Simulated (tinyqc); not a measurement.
# Raman shift of the zone-centre optical phonon of a diamond-structure crystal under stress, step by step

A worked calculation. Computed by tinyqc, a small Python program that keeps every step. Command: `OMP_NUM_THREADS=1 python tinyqc.py 3015718 3015719 out.jsonl ramanstress walk`. One thread of a shared host (Intel(R) Xeon(R) Processor @ 2.30GHz), about 0.01 s of CPU time with the checks. Intermediate numbers are printed to about 5 digits and carried at full precision; extremes and crossings named in words are read from the listed rows.

Axes x, y, z are the cube axes. Strain shifts the threefold optical mode and can split it; p, q and r are the phonon deformation potentials.

Inputs (values chosen for the exercise, modelled on silicon):

| quantity | value | unit |
|---|---|---|
| unstrained frequency omega_0 | 521.3 | 1/cm |
| p/omega_0^2 | -1.81 | - |
| q/omega_0^2 | -2.29 | - |
| r/omega_0^2 | -0.709 | - |
| C11 | 166.1 | GPa |
| C12 | 64.67 | GPa |
| C44 | 79.68 | GPa |
| stress sigma (tension positive) | -0.6 | GPa |
| polarisation angle phi | 10 | degree |
| temperature coefficient d omega/dT | -0.022 | 1/(cm K) |
| local temperature T | 330 | K |
| laser wavelength | 488 | nm |

Stress state: uniaxial. Axis: [210].

Constants: h = 6.62607015e-34 J s; c = 299792458 m/s; k_B = 1.380649e-23 J/K.

## Compliances

S11 = (C11 + C12)/D, S12 = -C12/D, D = (C11 - C12)(C11 + 2 C12), S44 = 1/C44.

S11 = 7.7009 1/TPa

S12 = -2.1581 1/TPa

S44 = 12.550 1/TPa

## Stress and strain tensors

Uniaxial stress along the unit vector n of the axis: sigma_ij = sigma n_i n_j. eps_xx = S11 sigma_xx + S12 (sigma_yy + sigma_zz), and cyclic; eps_xy = S44 sigma_xy/2 (tensor strain).

stress (GPa):
```
       x      y     z
x  -0.48  -0.24  0.00
y  -0.24  -0.12  0.00
z   0.00   0.00  0.00
```

strain (per mille):
```
         x        y       z
x  -3.4375  -1.5060  0.0000
y  -1.5060   0.1118  0.0000
z   0.0000   0.0000  1.2948
```

volume strain = -2.0309 per mille

## Secular matrix and shifts

Secular matrix: M_xx = p eps_xx + q (eps_yy + eps_zz), M_xy = 2 r eps_xy; its eigenvalues are omega^2 - omega_0^2, and the shifts are these over 2 omega_0.

M/(2 omega_0) (1/cm):
```
        x       y       z
x  0.7821  0.5566  0.0000
y  0.5566  1.2262  0.0000
z  0.0000  0.0000  1.3742
```

shifts, in rising order (1/cm): 0.4049  1.3742  1.6034

All three modes are split. Compression hardens every mode.

## Mean shift and Grueneisen parameter

gamma = -(p + 2q)/(6 omega_0^2); the mean of the three shifts is -gamma omega_0 x (volume strain).

mode Grueneisen parameter gamma = 1.065

mean shift = 1.1275 1/cm

## The line seen from a (001) surface

Backscattering from a (001) surface: incident polarisation (cos phi, sin phi, 0). With Raman tensors (R_z)_xy = (R_z)_yx = 1 and cyclic, only the z component u_z of a mode counts: I = u_z^2 sin^2(2 phi) for parallel and u_z^2 cos^2(2 phi) for crossed polarisers. An unresolved line sits at the intensity-weighted shift, which is M_zz/(2 omega_0).

total intensity, parallel = 0.11698

total intensity, crossed = 0.88302

shift of the observed line = 1.3742 1/cm

shift per stress = -2.2903 1/(cm GPa)

stress per shift = -436.62 MPa cm

The z-polarised mode is an eigenmode here, so one line is seen.

## The same stress in different states

Uniaxial: sigma n n^T; biaxial: sigma (1 - n n^T); hydrostatic: sigma 1. The line seen from (001) is taken as unresolved, at the intensity-weighted shift M_zz/(2 omega_0).

Shifts (1/cm):

| state | lowest | middle | highest | line seen from (001) |
|---|---|---|---|---|
| uniaxial [100] | 0.6341 | 1.3742 | 1.3742 | 1.3742 |
| uniaxial [110] | 0.3084 | 1.3742 | 1.6999 | 1.3742 |
| uniaxial [001] | 0.6341 | 1.3742 | 1.3742 | 0.6341 |
| uniaxial [111] | 0.6636 | 0.6636 | 2.0552 | 1.1275 |
| biaxial, normal [001] | 2.0083 | 2.0083 | 2.7484 | 2.7484 |
| biaxial, normal [111] | 1.3273 | 2.7189 | 2.7189 | 2.2550 |
| hydrostatic | 3.3825 | 3.3825 | 3.3825 | 3.3825 |

Seen from (001), uniaxial stress along [100] and along [110] give the same shift (1.374), and equal biaxial stress in the plane gives twice as much (2.748), since only sigma_xx + sigma_yy and sigma_zz enter M_zz. Stress along [001] gives 0.634. One measured shift therefore fixes the stress only once its state is assumed: read as uniaxial in the plane, a shift implies twice the stress that it does read as biaxial.

## Heating mistaken for stress

A temperature above 300 K shifts the line by (d omega/dT)(T - 300 K); divided by the shift per stress it poses as a stress; the total shift adds it to the shift of the observed line. The anti-Stokes to Stokes ratio is [(omega_L + omega_0)/(omega_L - omega_0)]^3 exp(-h c omega_0/(k_B T)) in photon counts, omega_L = 1/wavelength, resonance effects left out.

thermal shift = -0.66 1/cm

apparent stress from heating = 0.28817 GPa

total shift = 0.71420 1/cm

anti-Stokes/Stokes ratio = 0.12001

Heating poses as tension, 48 % of the true stress in size; the intensity ratio gives T apart from the shift.

Checks made by the program: mean of the eigenvalues against the trace rule (relative difference below 1e-10); weighted mean of the modes against M_zz (relative difference below 1e-10).
